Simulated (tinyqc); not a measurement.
Q-state Potts model on a small periodic square lattice: enumeration, Metropolis, heat-bath and Wolff steps: one step, computed by the program tinyqc.

E = -J x (number of nearest-neighbour bonds with equal states); n x n sites with periodic edges have 2 n^2 bonds. Order parameter m = (q f - 1)/(q - 1), f being the largest share of one state. Sites are numbered row by row from 0. Here q = 3 and n = 3.

Problem. One Wolff cluster. Seed site = floor(r n^2); new state = (old + 1 + floor(r (q - 1))) mod q. Sites are taken first in, first out; each neighbour (right, left, below, above) with the seed state and not yet in the cluster joins if the next r < p. The cluster then takes the new state.

Inputs (values chosen for the exercise, for a model of domains or grain orientations): temperature T = 719 K.

Update: Wolff cluster.

start states:
$$\begin{pmatrix}
0 & 1 & 1 \\
1 & 0 & 1 \\
2 & 2 & 1
\end{pmatrix}$$

random numbers, used in turn: [0.1750, 0.4865, 0.0123, 0.3486, 0.5172, 0.9673, 0.8829, 0.0801, 0.7596, 0.3263, 0.8267, 0.1069, 0.4758, 0.9801, 0.4174, 0.8533, 0.6483, 0.3067, 0.3370, 0.7750, 0.4801, 0.3631, 0.3376, 0.7593, 0.9104, 0.5128, 0.7830, 0.2539, 0.0353, 0.7859, 0.3345, 0.2717, 0.5703, 0.4078, 0.1326, 0.6222, 0.7140, 0.7420]

p = 0.5240445

Give: the table «Bonds tested» with the columns to, r, result; seed site; cluster size; states afterwards.

Solution.

Bonds tested:
```
from  to       r  result
1      2  0.0123   joins
2      5  0.3486   joins
2      8  0.5172   joins
5      3  0.9673      no
```

seed site = 1

cluster size = 4

states afterwards:
$$\begin{pmatrix}
0 & 2 & 2 \\
1 & 0 & 2 \\
2 & 2 & 2
\end{pmatrix}$$
